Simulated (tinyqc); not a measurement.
Carrier lifetime from Shockley-Read-Hall, radiative, Auger and surface recombination: one step, computed by the program tinyqc. Command: `OMP_NUM_THREADS=1 python tinyqc.py 3004045 3004046 out.jsonl lifetime walk`. One thread of a shared host (Intel(R) Xeon(R) Processor @ 2.30GHz), about 0.02 s of CPU time with the checks.

Energies are counted from the top of the valence band. Boltzmann statistics, full ionisation, and equal excess densities of electrons and holes.

Task: Equilibrium densities. N_c = 2 M_c (2 pi m_e k_B T/h^2)^(3/2) and N_v = 2 (2 pi m_h k_B T/h^2)^(3/2), masses in units of m_0. n_i = sqrt(N_c N_v) exp(-E_g/2 k_B T); majority density N/2 + sqrt(N^2/4 + n_i^2), minority density n_i^2 over it.

Inputs (values chosen for the exercise, for a model semiconductor):
```
quantity             value   unit
gap E_g               2.19     eV
electron mass m_e    0.201    m_0
valleys M_c              1      -
hole mass m_h         1.03    m_0
temperature T          300      K
doping N           1.6e+14  cm^-3
```

Doping: n-type. Surface term: two equal surfaces.

Constants: m_0 = 9.1093837015e-31 kg; k_B = 1.380649e-23 J/K; h = 6.62607015e-34 J s; k_B = 8.617333262e-05 eV/K.

Give: N_c; N_v; n_i; n_0; p_0.

Result:

N_c = 2.261e+18 cm^-3

N_v = 2.623e+19 cm^-3

n_i = 3.100 cm^-3

n_0 = 1.60e+14 cm^-3

p_0 = 6.007e-14 cm^-3
